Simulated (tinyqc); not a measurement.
# Gate work function from the charge

Inverse problem. For an undoped double gate, Q = 8 eps0 eps_r Vt beta tan(beta)/ts with 0 < beta < pi/2, and at the source (Vg - dphi)/(2 Vt) - ln[(2/ts) sqrt(2 eps0 eps_r Vt/(q ni))] = ln(beta) - ln(cos beta) + 2 r beta tan(beta), r = eps_r tox/(eox ts). Find beta and dphi.

Values chosen for this exercise; material values close to those of silicon: temperature T = 400 K; relative permittivity of the semiconductor eps_r = 11.6; relative permittivity of the gate insulator eox = 7.75; insulator thickness tox = 2.6 nm; body thickness ts = 5 nm; gate voltage Vg = 0.33 V.

Constants: q = 1.602176634e-19 C, kB = 1.380649e-23 J/K, Vt = kB T/q, eps0 = 8.8541878128e-14 F/cm where lengths are in cm. Results are converted to the units shown.

Qs = 2.3699669 nC/cm^2
ni = 2.7932300e12 cm^-3

Answer. beta tan(beta) rises from 0 without bound on the interval, so the charge fixes beta; the second relation is then explicit in dphi.

beta = 0.06464
dphi = 0.01000 V

Computed by the program tinyqc: `OMP_NUM_THREADS=1 python tinyqc.py 2440006 2440007 out.jsonl`, one thread of a shared Intel Xeon 2.30GHz, about 0.01 s for the whole run.
